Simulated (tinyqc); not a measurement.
# Composition and strain of an epitaxial Si(1-x)Ge(x) layer from Raman and X-ray peaks, step by step

A worked calculation. Computed by tinyqc, a small Python program that keeps every step. Command: `OMP_NUM_THREADS=1 python tinyqc.py 3006364 3006365 out.jsonl epiraman walk`. One thread of a shared host (Intel(R) Xeon(R) Processor @ 2.30GHz), about 0.01 s of CPU time with the checks. Intermediate numbers are printed to about 6 digits and carried at full precision; extremes and crossings named in words are read from the listed rows.

A (001) layer, biaxially strained in the plane. The Raman peaks follow empirical lines omega = w0 + c1 x + c3 x^3 + b eps (c3 for Si-Ge alone), with eps the in-plane strain.

Inputs (values chosen for the exercise, modelled on silicon-germanium): Ge fraction x = 0.66; degree of relaxation R = 0; lattice constant of Si = 5.431 angstrom; lattice constant of Ge = 5.658 angstrom; bowing B = 0.028 angstrom; 2 C12/C11 of Si = 0.771; 2 C12/C11 of Ge = 0.745; Si-Si: w0 = 520.8 1/cm; Si-Si: c1 = -65.3 1/cm; Si-Si: strain coefficient b = -751 1/cm; Si-Ge: w0 = 400.1 1/cm; Si-Ge: c1 = 25.1 1/cm; Si-Ge: c3 = -32.4 1/cm; Si-Ge: strain coefficient b = -605 1/cm; Ge-Ge: w0 = 280.2 1/cm; Ge-Ge: c1 = 20.1 1/cm; Ge-Ge: strain coefficient b = -471 1/cm; uncertainty of a Raman peak = 0.1 1/cm; X-ray wavelength = 1.540598 angstrom.

Substrate: silicon. Pair of peaks used: Si-Si and Si-Ge.

## Lattice constants and strain

Relaxed lattice constant a(x) = a_Si + (a_Ge - a_Si) x - B x (1 - x). In-plane constant a_par = a_sub + R (a(x) - a_sub); eps = a_par/a(x) - 1; eps_perp = -(2 C12/C11) eps with 2 C12/C11 linear in x; a_perp = a(x) (1 + eps_perp).

relaxed constant a(x) = 5.57454 angstrom

substrate constant a_sub = 5.431 angstrom

a_par = 5.431 angstrom

in-plane strain eps = -25.7487 per mille

strain along the normal = 19.4104 per mille

a_perp = 5.68274 angstrom

The layer is under compression in the plane and is stretched along the normal. Caution: strains above 2 % survive only in layers a few nanometres thick, and the linear relations lose accuracy.

## Raman peaks

Insert x and eps in the three lines; the strain part is b eps.

Si-Si peak = 497.039 1/cm

Si-Ge peak = 422.929 1/cm

Ge-Ge peak = 305.594 1/cm

strain parts (1/cm): Si-Si 19.3372, Si-Ge 15.5779, Ge-Ge 12.1276

Read as unstrained, the Si-Si peak would give x = 0.364 in place of 0.66.

## X-ray (004) reflection

Bragg angle theta = arcsin(2 lambda/a) for (004), for the substrate with a_sub and the layer with a_perp; separation in arc seconds.

theta of the substrate = 34.5646 degree

theta of the layer = 32.8337 degree

separation, layer less substrate = -6231.22 arcsec

## Back from two peaks to composition and strain

Unknowns x and eps (per mille). Newton steps: J d = (measured - model), J = [d omega/dx, d omega/d eps] for the two peaks; start at x = 0.5, eps = 0; stop when |d| < 1e-9. The peaks are rounded to 0.001 per cm; R = (a(x)(1 + eps) - a_sub)/(a(x) - a_sub).

peaks used (1/cm): Si-Si 497.039, Si-Ge 422.929

Iterations:
```
step         x  eps (per mille)  residual 1 (1/cm)  residual 2 (1/cm)
0     0.500000           0.0000              8.889        1.43290e+01
1     0.634221         -23.5068              0.000        9.53884e-01
2     0.658928         -25.6551              0.000        3.81197e-02
3     0.660002         -25.7485              0.000        7.38797e-05
4     0.660004         -25.7486              0.000        2.80011e-10
```

recovered x = 0.660004

recovered eps = -25.7486 per mille

recovered R = 0

## Which pair of peaks is best

For each pair invert J = [d omega/dx, d omega/d eps] at the true x. Independent errors of the given size in both peaks give sigma_x and sigma_eps = uncertainty x (norm of the rows of the inverse of J).

Error propagation:
```
pair               det J     sigma_x  sigma_eps (per mille)
Si-Si and Si-Ge  26.5590  0.00363108               0.254292
Si-Si and Ge-Ge  45.8514  0.00193337               0.149011
Si-Ge and Ge-Ge  20.2807  0.00378056               0.130572
```

The pair Si-Si and Ge-Ge fixes x best (sigma_x = 0.0019) and Si-Ge and Ge-Ge worst (0.0038), a factor 2.0. Strain moves all peaks the same way, so a good pair needs different ratios of composition slope to strain coefficient, best of opposite sign; the slopes here are -65.3, -17.2 and 20.1 per cm for Si-Si, Si-Ge and Ge-Ge. Errors in the coefficients themselves are not counted.

## Relaxation at fixed composition

(004) Bragg angle theta = arcsin(2 lambda/a), with a = a_perp for the layer and a_sub for the substrate; separation = layer less substrate. The apparent x is the one that a fully strained layer (R = 0) would need to give the same a_perp.

Signatures; columns: (1) R; (2) eps (per mille); (3) Si-Si (1/cm); (4) Ge-Ge (1/cm); (5) a_perp (angstrom); (6) (004) separation (arcsec); (7) apparent x if R = 0 is assumed:
```
(1)        (2)      (3)      (4)      (5)       (6)       (7)
0.00  -25.7487  497.039  305.594  5.68274  -6231.22  0.660000
0.15  -21.8864  494.139  303.774  5.66651  -5849.75  0.620258
0.30  -18.0241  491.238  301.955  5.65028  -5465.63  0.580178
0.50  -12.8743  487.371  299.530  5.62864  -4949.29  0.526197
0.70   -7.7246  483.503  297.104  5.60700  -4428.11  0.471577
0.85   -3.8623  480.603  295.285  5.59077  -4034.00  0.430176
1.00    0.0000  477.702  293.466  5.57454  -3637.10  0.388390
```

Full relaxation moves the Si-Si peak by -19.34 per cm and shrinks the X-ray separation to 58 % of its strained value, about 1/(1 + 2 C12/C11). A symmetric reflection alone cannot part x from R: a relaxed layer read as strained gives x = 0.388 in place of 0.66. An asymmetric reflection or a second peak is needed.

Checks made by the program: recovered composition (relative difference 5e-06).
